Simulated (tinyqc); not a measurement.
Worked calculation: zigzag graphene nanoribbon in tight binding. Values are carried at full precision from step to step, so a last printed digit may differ when a step is redone from the rounded ones.

A zigzag ribbon of N chains, sites A1, B1, A2, ..., BN across it. For each k it is a chain with bonds -2t cos(k/2) (A_n to B_n) and -t (B_n to A_(n+1)), and +D, -D on A and B. A1 and BN are the edge sites; the Dirac points project to k = 2 pi/3.

Values chosen for the exercise (near those used for graphene; not measured data):
- t = 2.6 eV (hopping)
- N = 4 (zigzag chains)
- D = 0.25 eV (sublattice potential, +D on A and -D on B)
- k = 2.75 (k times the period sqrt3 acc)
- acc = 1.42 angstrom (bond length)

## The chain at this k

Form the k-dependent bond and the matrix.

2 cos(k/2) = 0.38910

H(k) (eV):
```
         A1       B1       A2       B2       A3       B3       A4       B4
A1   0.2500  -1.0116        0        0        0        0        0        0
B1  -1.0116  -0.2500  -2.6000        0        0        0        0        0
A2        0  -2.6000   0.2500  -1.0116        0        0        0        0
B2        0        0  -1.0116  -0.2500  -2.6000        0        0        0
A3        0        0        0  -2.6000   0.2500  -1.0116        0        0
B3        0        0        0        0  -1.0116  -0.2500  -2.6000        0
A4        0        0        0        0        0  -2.6000   0.2500  -1.0116
B4        0        0        0        0        0        0  -1.0116  -0.2500
```

An edge state of the finite ribbon needs 2 cos(k/2) < N/(N + 1) = 0.8000: it exists here.

## Levels and where the middle pair lives

Diagonalise H; average the weights of the two middle levels.

levels (eV): -3.4274  -2.8838  -2.1202  -0.2551  0.2551  2.1202  2.8838  3.4274

weights: A1 0.426, B1 0.001, A2 0.064, B2 0.009, A3 0.009, B3 0.064, A4 0.001, B4 0.426

The two edge sites hold 85.1 % of the middle pair, against 25.0 % for an even spread.

## The edge state from the half-plane solution

On a half plane the state lives on one sublattice with amplitudes (-x)^n, x = 2 cos(k/2): weight 1 - x^2 on the edge site, decay length -1.5 acc/ln x of the amplitude. The two edges mix to |E| = sqrt(D^2 + e^2), e about t x^N (1 - x^2).

edge weight = 0.8486
decay length = 2.257 angstrom
e = 0.0506 eV
|E| = 0.2551 eV

Diagonalising the chain of 8 sites gives |E| = 0.2551 eV; the estimate is 0.0 % from it.

## Checks

- Level at k = pi next to the edge pair against sqrt(t^2 + D^2): both 2.61199.

Program tinyqc; command `OMP_NUM_THREADS=1 python tinyqc.py 1451326 1451327 out.jsonl`; about 0.01 s on one thread of a shared Intel(R) Xeon(R) Processor @ 2.30GHz.
